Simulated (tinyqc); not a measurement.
Lattice vibrations of a chain, step by step. One step of it, computed by the program tinyqc.

Question. Frequencies. omega^2 are the eigenvalues; wavenumber = 521.4708 sqrt(eigenvalue) 1/cm.

D(q) (eV/(angstrom^2 u)):
```
                     1                    2
1             1.758415  -1.556211+0.838490i
2  -1.556211-0.838490i             5.024042
```

Give: eigenvalues; wavenumbers; weights |e|^2 of the mass-weighted modes.

Answer.

eigenvalues: 0.985  5.798

wavenumbers (1/cm): 517.5  1255.6

weights |e|^2 of the mass-weighted modes:
```
        mode 1  mode 2
atom 1   0.839   0.161
atom 2   0.161   0.839
```
